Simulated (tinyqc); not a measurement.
From results back to parameters: density of states of one tight-binding band on the simple cubic lattice. Three cases, with inputs chosen for the exercise.

Problem. For E(k) = -2 t (c1 + c2 + c3) - 4 t2 (c1 c2 + c2 c3 + c3 c1), ci = cos(2 pi ki), two differences between symmetry points are known: Gamma = (0, 0, 0), X = (1/2, 0, 0), M = (1/2, 1/2, 0), R = (1/2, 1/2, 1/2).

Case 1.

E(X) - E(Gamma) = 4.4400 eV
E(M) - E(X) = 4.4400 eV

Case 2.

E(X) - E(Gamma) = 3.8000 eV
E(M) - E(X) = 2.3600 eV

Case 3.

E(X) - E(Gamma) = 9.0400 eV
E(M) - E(X) = 5.5200 eV

Find: t; t2; E(R) - E(M).

Solution. E(Gamma) = -6t - 12 t2, E(X) = -2t + 4 t2, E(M) = 2t + 4 t2, E(R) = 6t - 12 t2.

Case 1.

t = 1.110 eV
t2 = 0.000 eV
E(R) - E(M) = 4.440 eV

Case 2.

t = 0.590 eV
t2 = 0.090 eV
E(R) - E(M) = 0.920 eV

Case 3.

t = 1.380 eV
t2 = 0.220 eV
E(R) - E(M) = 2.000 eV

Computed by tinyqc, one run a case: `OMP_NUM_THREADS=1 python tinyqc.py N N+1 out.jsonl` with N = 1650174, 1650345, 1650511; one thread of a shared Intel(R) Xeon(R) Processor @ 2.30GHz, about 0.3 s a run at most.
